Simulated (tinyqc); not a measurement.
Inside a calculation: model-solid line-up of a strained alloy layer on a substrate. Values are carried at full precision from step to step, so a last printed digit may differ when a step is redone from the rounded ones.

All values of the alloy are linear in x but the gap, Eg(x) = (1 - x) Eg_A + x Eg_B - C x (1 - x), and the valence edge, Ev(x) = (1 - x) Ev_A + x Ev_B + fv C x (1 - x); Ec = Ev + Eg. Ev is the top of the unstrained valence band on a scale common to all materials. In the layer only the Gamma valley of the conduction band is followed, also where an X or L valley would lie lower.

Inputs chosen for the exercise (A near GaAs, B near GaSb, substrate near InP; not measured data):
```
symbol  value           unit      meaning
a       (5.656, 6.089)  angstrom  lattice constant of A, B
Eg      (1.523, 0.82)   eV        gap at Gamma to the s-like level of A, B
Dso     (0.337, 0.757)  eV        spin-orbit splitting of A, B
Ev      (-0.81, -0.03)  eV        top of the unstrained valence band of A, B
ac      (-7.13, -7.51)  eV        conduction deformation potential of A, B
av      (1.17, 0.79)    eV        valence hydrostatic potential of A, B
b       (-1.99, -2.02)  eV        tetragonal shear potential of A, B
d       (-4.74, -4.7)   eV        trigonal shear potential of A, B
C11     (121.5, 88.1)   GPa       of A, B
C12     (56.2, 40.5)    GPa       of A, B
C44     (59.4, 43.6)    GPa       of A, B
C       1.558           eV        bowing of the gap
fv      0.75                      share of the bowing taken by the valence edge
x       0.64                      fraction of B
a_s     5.877           angstrom  substrate
face    001                       growth face
Eg_s    1.441           eV        lowest gap of the substrate
Ev_s    -0.93           eV        substrate valence edge
```

## Values of the alloy

Interpolate.

Alloy at x (a in angstrom, C11, C12, C44 in GPa, all else in eV):
```
symbol     value
a         5.9331
Eg        0.7141
Dso       0.6058
Ev       -0.0416
ac       -7.3732
av        0.9268
b        -2.0092
d        -4.7144
C11     100.1240
C12      46.1520
C44      49.2880
```

## Strain on the (001) substrate

Coherent growth on a (001) face: e_par = (a_s - a)/a, e_perp = -2 (C12/C11) e_par; exx = eyy = e_par, ezz = e_perp, no shear.

Use the values of the alloy.

e_par = -0.009459
e_perp = 0.008720

strain tensor in the cubic axes:
```
           x          y         z
x  -0.009459   0.000000  0.000000
y   0.000000  -0.009459  0.000000
z   0.000000   0.000000  0.008720
```

The layer is under compression in the plane; its volume changes by -1.020 %.

## Strained band edges

Strained edges: Ec + ac tr(e); the valence edges are Ev plus the levels of the 6 x 6 matrix of X, Y, Z times spin with -Dso/3 + l exx + m (eyy + ezz) on the diagonal (cyclic), n exy off it, l = av + 2 b, m = av - b, n = sqrt(3) d. Spin-orbit term (Dso/3) L.sigma on X, Y, Z with (L_k)_ij = -i epsilon_kij: <X+|H|Y+> = -i Dso/3, <X+|H|Z-> = Dso/3, <Y+|H|Z-> = -i Dso/3, <Z+|H|X-> = -Dso/3, <Z+|H|Y-> = i Dso/3, <X-|H|Y-> = i Dso/3, and their conjugates; + and - are the spin along z.

Give the hydrostatic shifts, the strain block and the edges.

ac tr(e), av tr(e) (eV): 0.0752  -0.0095

strain block (eV), lower triangle:
```
        X       Y        Z
X  0.0271
Y       0  0.0271
Z       0       0  -0.0825
```

Ec and the three valence edges from the top (eV): 0.7477  -0.0145  -0.0829  -0.6615

strained gap = 0.7622 eV

Strain moves the gap by +48 meV: +85 meV from the volume and -37 meV from the splitting of the valence edge, which always raises the top.

## Offsets against the substrate material

dEc = Ec(substrate) - Ec(layer), dEv = Ev(layer) - Ev(substrate); positive values confine the carrier in the layer. Type I: both of one sign; type II: opposite signs; type III: the gaps do not overlap.

Give also the smallest gap across the interface, min Ec - max Ev.

dEc = -0.2367 eV
dEv = 0.9155 eV

type: II

smallest gap = 0.5255 eV

Electrons collect in the substrate material and holes in the layer.

## Critical thickness (Matthews-Blakeslee, single layer)

h = K (ln(h/b) + 1) with K = b (1 - nu/4)/(4 pi |e_par| (1 + nu)) for 60-degree dislocations, b = a/sqrt(2) the Burgers vector (not the shear potential of the table), nu = C12/(C11 + C12). Iterate from h = 10 b until h changes by less than 1e-6 of itself.

b (Burgers vector) = 4.1953 angstrom
nu = 0.3155
K = 24.71 angstrom

first iterates (angstrom): 42.0  81.6  98.1  102.6  103.7  104.0

critical thickness = 10.41 nm

Thicker layers can relax, and the strained edges then no longer apply; metastable growth often exceeds this equilibrium value.

## Checks

- Valence edges against the closed form for (001) strain: they agree to 1e-10 or better.

Program tinyqc; command `OMP_NUM_THREADS=1 python tinyqc.py 1080245 1080246 out.jsonl`; about 0.01 s on one thread of a shared Intel(R) Xeon(R) Processor @ 2.30GHz.
